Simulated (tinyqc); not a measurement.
Precursor delivery by bubblers, mass-transport growth and the solid composition of a III-V alloy: one step, computed by the program tinyqc. Command: `OMP_NUM_THREADS=1 python tinyqc.py 3014105 3014106 out.jsonl movpe_thermo walk`. One thread of a shared host (Intel(R) Xeon(R) Processor @ 2.30GHz), about 0.01 s of CPU time with the checks.

1 sccm = 44.615 micromol/min; 1 torr = 133.322 Pa. The sources decompose fully at the surface.

Question. Solid composition. A sticks fully. B desorbs: its surface pressure is p_B* = x gamma_B K/sqrt(p_V), ln gamma_B = L0 (1 - x)^2/(R T), K = 10^(log10 K at 1000 K) exp[-(H/R)(1/T - 1/1000)], p_V in torr. With equal diffusivities x = (p_2 - p_B*)/(p_1 + p_2 - p_B*). Growth rate = rate per torr x p_1/(1 - x).

Inputs (values chosen for the exercise, modelled on triethylgallium (source 1) and trimethylindium (source 2) for the vapour pressures):

| quantity | value | unit |
|---|---|---|
| bath temperature T1 | 297 | K |
| bath temperature T2 | 295 | K |
| growth temperature T | 950 | K |
| flow cross-section A | 44 | cm^2 |
| interaction L0 of the solid | 11.2 | kJ/mol |
| log10 of p_B,eq over pure BC at 1000 K and 1 torr of group V (exaggerated: liquid indium has about -4.1) | -3.8 | log10 torr |
| enthalpy of that equilibrium H | 393 | kJ/mol |

Alloy: mixing on the group-III sites, with desorption of B.

p_V = 0.4363636 torr

vapour fraction of source 2 = 0.2506927

p_1 = 0.003940218 torr

p_2 = 0.001318263 torr

growth rate per torr of group III = 380.6714 micrometre/(h torr)

Constants: R = 8.314462618 J/(mol K).

Give: K/sqrt(p_V); solid fraction x; share of B incorporated, 1 - p_B*/p_2; growth rate.

Answer.

K/sqrt(p_V) = 1.994e-05 torr

solid fraction x = 0.2491

share of B incorporated, 1 - p_B*/p_2 = 0.9916

growth rate = 1.998 micrometre/h

Desorption is negligible: the solid copies the vapour. Caution: the boundary layer is a quarter or more of the root of the cross-section, so it fills much of the channel and depletion along the flow matters.
